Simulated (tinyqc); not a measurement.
Front-illuminated p-i-n photodiode, quantum efficiency and bandwidth: efficiency and bandwidth against the thickness of the depleted layer.

Light enters through a p layer (0 to xp), a depleted layer (xp to xp + wi) and a thick n substrate, decaying as exp(-al x); one pass, no back reflection. Carriers made in the depleted layer are all collected; those in the neutral layers diffuse.

k = al Ln, s = S Ln/Dn, e = exp(-al xp); front layer f1 = (k/(k^2 - 1)) {[s + k - e (s cosh(xp/Ln) + sinh(xp/Ln))]/[s sinh(xp/Ln) + cosh(xp/Ln)] - k e}; depleted layer f2 = e (1 - exp(-al wi)); substrate f3 = e exp(-al wi) al Lp/(1 + al Lp); external efficiency (1 - Rf)(f1 + f2 + f3); responsivity = efficiency q lam/(h c). Drift response for pairs made in the depleted layer, a = al wi, g = 1 - exp(-a), u = 2 pi i f, te = wi/ve, th = wi/vh: electrons He = [g - a (exp(-a) - exp(-u te))/(u te - a)]/(u te g), holes Hh = [g - a (1 - exp(-a - u th))/(a + u th)]/(u th g); C = eps0 eps_r pi (dia/2)^2/wi + Cp; total |He + Hh|/sqrt(1 + (2 pi f RL C)^2), for the current of the depleted layer alone. Limits are the frequencies at which each factor falls to 1/sqrt(2); inverse-square sum (f_transit^-2 + f_RC^-2)^(-1/2); the diffusion currents f1 and f3 are left out of the bandwidth.

Values chosen for this exercise; values close to those of In0.53Ga0.47As at this wavelength: wavelength lam = 1550 nm; absorption coefficient al = 7280 1/cm; reflectance of the front face Rf = 0.05; relative permittivity eps_r = 13.6; thickness of the front p layer xp = 0.076 um; electron diffusion coefficient in the p layer Dn = 84 cm^2/s; electron diffusion length in the p layer Ln = 11 um; recombination velocity of the front surface S = 1e5 cm/s; hole diffusion length in the thick n substrate Lp = 1.8 um; electron drift velocity ve = 6.95e6 cm/s; hole drift velocity vh = 4.99e6 cm/s; diameter dia = 200 um; load resistance RL = 50 ohm; parasitic capacitance Cp = 60 fF.

Constants: q = 1.602176634e-19 C, h = 6.62607015e-34 J s, c = 299792458 m/s, eps0 = 8.8541878128e-14 F/cm where lengths are in cm. Results are converted to the units shown.

Result of one run:
columns A: wi (um); B: f2; C: f1 + f3; D: responsivity (A/W); E: transit limit (GHz); F: RC limit (GHz); G: 3 dB bandwidth (GHz); H: inverse-square sum (GHz); I: bandwidth x (1 - Rf) f2 (GHz)
```
A          B       C       D      E       F       G       H        I
0.16  0.1040  0.5312  0.7545  197.8  0.1343  0.1343  0.1343  0.01327
```

What becomes of these results when the thickness of the depleted layer wi is changed from 0.16 to 6.2 um, all else the same?

Result of the changed run:
columns A: wi (um); B: f2; C: f1 + f3; D: responsivity (A/W); E: transit limit (GHz); F: RC limit (GHz); G: 3 dB bandwidth (GHz); H: inverse-square sum (GHz); I: bandwidth x (1 - Rf) f2 (GHz)
```
A         B        C      D      E      F      G      H      I
6.2  0.9358  0.05946  1.182  5.546  4.750  3.477  3.607  3.091
```

The whole series:
columns A: wi (um); B: f2; C: f1 + f3; D: responsivity (A/W); E: transit limit (GHz); F: RC limit (GHz); G: 3 dB bandwidth (GHz); H: inverse-square sum (GHz); I: bandwidth x (1 - Rf) f2 (GHz)
```
A          B        C       D      E       F       G       H        I
0.16  0.1040   0.5312  0.7545  197.8  0.1343  0.1343  0.1343  0.01327
0.27  0.1688   0.4945  0.7878  117.8  0.2262  0.2262  0.2262  0.03628
0.46  0.2693   0.4375  0.8394  69.70  0.3842  0.3842  0.3842  0.09829
0.77  0.4060   0.3599  0.9097  42.16  0.6401  0.6400  0.6400   0.2468
1.3   0.5789   0.2619  0.9986  25.45   1.072   1.070   1.071   0.5887
2.2   0.7555   0.1618   1.089  15.41   1.789   1.772   1.777    1.272
3.7   0.8822  0.08988   1.154  9.347   2.941   2.767   2.805    2.319
6.2   0.9358  0.05946   1.182  5.546   4.750   3.477   3.607    3.091
10    0.9455  0.05395   1.187  3.324   7.262   2.955   3.022    2.654
```

As wi goes from 0.16 to 10, the responsivity rises from 0.754 to 1.19 A/W and the bandwidth goes from 0.134 through a maximum of 3.48 (at wi = 6.2 among the rows listed) to 2.95 GHz. The RC limit is the lower one for wi = 0.16, 0.27, 0.46, 0.77, 1.3, 2.2, 3.7, 6.2, the transit limit elsewhere. Adding inverse squares of the two limits is within 3.8 % of the full result. The product of bandwidth and fast efficiency goes from 0.0133 through a maximum of 3.09 (at wi = 6.2 among the rows listed) to 2.65 GHz. For wi = 0.16, 0.27, 0.46, 0.77, 1.3 the diffusion currents exceed 0.3 of the drift current; their own response times, left out, may then shape the whole response.

tinyqc, about 0.01 s, one thread, Intel Xeon 2.30GHz (shared host): `OMP_NUM_THREADS=1 python tinyqc.py 2250004 2250005 out.jsonl`
